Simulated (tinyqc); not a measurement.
# Inputs raised by 10 %, one at a time

Model: spin coating of a resist or spin-on film: centrifugal thinning, evaporation and the final thickness (Emslie and Meyerhofer models). Computed by tinyqc, a small Python program. Command: `OMP_NUM_THREADS=1 python tinyqc.py 3110934 3110935 out.jsonl spincoat sens`. One thread of a shared host (Intel(R) Xeon(R) Processor @ 2.30GHz), about 0.5 s of CPU time with the checks.

A Newtonian film stays uniform over the wafer; solvent and solids have the same density and the concentration is uniform through the thickness.

Inputs (values chosen for the exercise, of the order of those of a polymer resist in an ester solvent):

| quantity | value | unit |
|---|---|---|
| solids volume fraction c0 | 0.11 | - |
| kinematic viscosity of the solvent nu_s | 2.3 | mm^2/s |
| viscosity constant k | 820 | mm^2/s |
| viscosity exponent gamma | 2.8 | - |
| spin speed f | 5000 | rpm |
| evaporation rate at 1000 rpm e0 | 0.39 | micrometre/s |
| starting thickness h0 | 600 | micrometre |
| wafer radius R | 100 | mm |
| shrinkage in the bake | 13 | % |

Method:
- omega = 2 pi f/60; nu(c) = nu_s + k c^gamma; evaporation rate e = e0 sqrt(f/1000 rpm).
- Flow constant K = 2 omega^2/(3 nu(c0)); Reynolds number of the air omega R^2/nu_air with nu_air = 15 mm^2/s.
- Meyerhofer estimate: flow rules until (1 - c0) K h^3 = e, then evaporation alone: h_w = (e/((1 - c0) K))^(1/3), dry film c0 h_w.
- Full model for solids s and liquid l per area, h = s + l, c = s/h: ds/dt = -c Q, dl/dt = -(1 - c) Q - e, Q = 2 omega^2 h^3/(3 nu(c)); integrated adaptively (relative tolerance 1e-9) until l = 0.
- Dry film = s at l = 0, before the bake; film after the bake = s x (1 - shrinkage).

Runs:

| input moved | from | to | dry film (nm) | time to dry (s) | dry film, estimate (nm) | wet thickness h_w (micrometre) |
|---|---|---|---|---|---|---|
| base run | - | - | 338.1 | 3.632 | 305.5 | 2.778 |
| solids volume fraction c0 | 0.11 | 0.121 | 391.9 | 3.772 | 351.5 | 2.905 |
| kinematic viscosity of the solvent nu_s (mm^2/s) | 2.3 | 2.53 | 343.0 | 3.690 | 311.3 | 2.830 |
| viscosity constant k (mm^2/s) | 820 | 902 | 344.3 | 3.693 | 309.8 | 2.816 |
| viscosity exponent gamma | 2.8 | 3.08 | 308.9 | 3.337 | 284.1 | 2.583 |
| spin speed f (rpm) | 5000 | 5500 | 322.3 | 3.302 | 291.3 | 2.648 |
| evaporation rate at 1000 rpm e0 (micrometre/s) | 0.39 | 0.429 | 349.0 | 3.409 | 315.4 | 2.867 |
| starting thickness h0 (micrometre) | 600 | 660 | 338.1 | 3.632 | 305.5 | 2.778 |

Exponents ln(y'/y) / ln(x'/x):

| input | dry film | time to dry | dry film, estimate | wet thickness h_w |
|---|---|---|---|---|
| solids volume fraction c0 | 1.549 | 0.396 | 1.471 | 0.471 |
| kinematic viscosity of the solvent nu_s | 0.150 | 0.166 | 0.196 | 0.196 |
| viscosity constant k | 0.190 | 0.175 | 0.145 | 0.145 |
| viscosity exponent gamma | -0.946 | -0.890 | -0.762 | -0.762 |
| spin speed f | -0.500 | -1.000 | -0.500 | -0.500 |
| evaporation rate at 1000 rpm e0 | 0.333 | -0.667 | 0.333 | 0.333 |
| starting thickness h0 | 0.000 | 0.000 | 0.000 | 0.000 |

Which inputs matter most for each result?

Among the inputs moved here: dry film answers most in size to solids volume fraction c0 (exponent +1.549), next to viscosity exponent gamma (-0.946); its exponent is below 0.0005 for starting thickness h0. Its exponent -0.500 in spin speed f: (e/omega^2)^(1/3) with e as sqrt(f). Its exponent +0.333 in evaporation rate at 1000 rpm e0: the cube root of the evaporation rate. Time to dry answers most in size to spin speed f (exponent -1.000), next to viscosity exponent gamma (-0.890); its exponent is below 0.0005 for starting thickness h0. dry film, estimate answers most in size to solids volume fraction c0 (exponent +1.471), next to viscosity exponent gamma (-0.762); its exponent is below 0.0005 for starting thickness h0. wet thickness h_w answers most in size to viscosity exponent gamma (exponent -0.762), next to spin speed f (-0.500); its exponent is below 0.0005 for starting thickness h0.

Caution (all rows): above a Reynolds number of about 3e5 the air flow near the rim turns turbulent, and evaporation is no longer uniform.
